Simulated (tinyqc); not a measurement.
From results back to parameters: deformation-potential model of the Delta valleys of a conduction band. Four cases, with inputs chosen for the exercise.

Problem. A uniaxial tension X1 along [100] acts on valleys along x, y, z, with shifts dE = Xd tr(e) + Xu a.e.a and Boltzmann shares. The ratio of the share of the y valleys to that of the x valleys is given.

s11 = (C11 + C12)/((C11 - C12)(C11 + 2 C12)), s12 = -C12/((C11 - C12)(C11 + 2 C12)), s44 = 1/C44; exx = s11 sxx + s12 (syy + szz) and cyclic, exy = s44 sxy/2; tension is positive. A uniaxial stress X along the unit vector n is s_ij = X n_i n_j.

Constants: kB = 8.617333262e-05 eV/K.

Find: splitting dE_x - dE_y; Xu.

Method. The splitting is kT ln(n_y/n_x), and it equals Xu (exx - eyy) = Xu (s11 - s12) X1; Xd drops out.

Case 1.

Values chosen (near those of Si; shifted at random, so the results belong to these values and not to a real crystal): C11 = 165.2 GPa; C12 = 64.3 GPa; C44 = 80.2 GPa; X1 = 0.7 GPa (size of the stress); T = 400 K (temperature).

n_y/n_x = 7.073261

Solution.

splitting dE_x - dE_y = 67.43 meV
Xu = 9.72 eV

Case 2.

Values chosen (near those of Si; shifted at random, so the results belong to these values and not to a real crystal): C11 = 162.2 GPa; C12 = 64.4 GPa; C44 = 80 GPa; X1 = 1.1 GPa (size of the stress); T = 150 K (temperature).

n_y/n_x = 3212.836

Solution.

splitting dE_x - dE_y = 104.38 meV
Xu = 9.28 eV

Case 3.

Values chosen (near those of Si; shifted at random, so the results belong to these values and not to a real crystal): C11 = 166.7 GPa; C12 = 63.5 GPa; C44 = 80.3 GPa; X1 = 1.4 GPa (size of the stress); T = 300 K (temperature).

n_y/n_x = 110.7224

Solution.

splitting dE_x - dE_y = 121.69 meV
Xu = 8.97 eV

Case 4.

Values chosen (near those of Si; shifted at random, so the results belong to these values and not to a real crystal): C11 = 166.8 GPa; C12 = 64.2 GPa; C44 = 80.2 GPa; X1 = 0.5 GPa (size of the stress); T = 200 K (temperature).

n_y/n_x = 12.31625

Solution.

splitting dE_x - dE_y = 43.27 meV
Xu = 8.88 eV

Computed by tinyqc, one run a case: `OMP_NUM_THREADS=1 python tinyqc.py N N+1 out.jsonl` with N = 1080803, 1080843, 1080856, 1080861; one thread of a shared Intel(R) Xeon(R) Processor @ 2.30GHz, about 0.02 s a run at most.
